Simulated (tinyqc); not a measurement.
Grain-boundary trapping model (Seto) of a polycrystalline semiconductor film: one step, computed by the program tinyqc. Command: `OMP_NUM_THREADS=1 python tinyqc.py 3020605 3020606 out.jsonl poly walk`. One thread of a shared host (Intel(R) Xeon(R) Processor @ 2.30GHz), about 0.01 s of CPU time with the checks.

Grains of equal size L are joined by thin boundaries with one trap level. Trapped carriers deplete a width W on each side and raise a barrier, crossed by thermionic emission. Dopants are fully ionised, statistics are non-degenerate and mu_g does not depend on T.

Question. Activation energy. N_c(T) = N_c (T/300 K)^(3/2). Filled traps Q = Q_t/(1 + (1/2) exp((E_t* - E_F)/k_B T)), where E_t* = e V_B - E_t and E_F are counted from the band edge at the grain centre. Partial depletion: Q = 2 N W, V_B = e N W^2/(2 eps eps_0), E_F = k_B T ln(N/N_c); solve for W. If that W would exceed L/2 the grain is fully depleted: W = L/2, Q = N L, and E_F follows from the trap equation. Centre density n_0 = N_c exp(E_F/k_B T). Boundary: sigma_b = L e^2 n_0 exp(-e V_B/k_B T)/sqrt(2 pi m k_B T); drift through the grain, depleted parts included: rho_g = [(1 - 2W/L) + (2W/L) int_0^1 exp(y^2 s^2) ds]/(e n_0 mu_g); rho = 1/sigma_b + rho_g. Mean carrier density n_av = n_0 [(1 - 2W/L) + (2W/L) (sqrt(pi)/2) erf(y)/y], y = sqrt(e V_B/k_B T); effective mobility 1/(e n_av rho). E_a = d ln(rho)/d(1/k_B T) from T - 5 K and T + 5 K; temperature coefficient d ln(rho)/dT.

Inputs (values chosen for the exercise, modelled on polycrystalline ZnO):

| quantity | value | unit |
|---|---|---|
| permittivity eps | 8.3 | - |
| effective mass m | 0.28 | m_0 |
| effective density of states at 300 K, N_c | 3.8e+18 | 1/cm^3 |
| grain size L | 49 | nm |
| trap density Q_t | 4.1e+12 | 1/cm^2 |
| trap level E_t below the band edge | 0.4 | eV |
| doping N | 9.3e+18 | 1/cm^3 |
| mobility inside the grains mu_g | 150 | cm^2/(V s) |
| temperature T | 200 | K |

Grain interior: resistance included.

Constants: k_B = 8.617333262e-05 eV/K; e = 1.602176634e-19 C; eps_0 = 8.8541878128e-12 F/m; m_0 = 9.1093837015e-31 kg; k_B = 1.380649e-23 J/K.

Give: activation energy E_a; temperature coefficient.

Answer.

activation energy E_a = 0.02896 eV

temperature coefficient = -0.8408 %/K
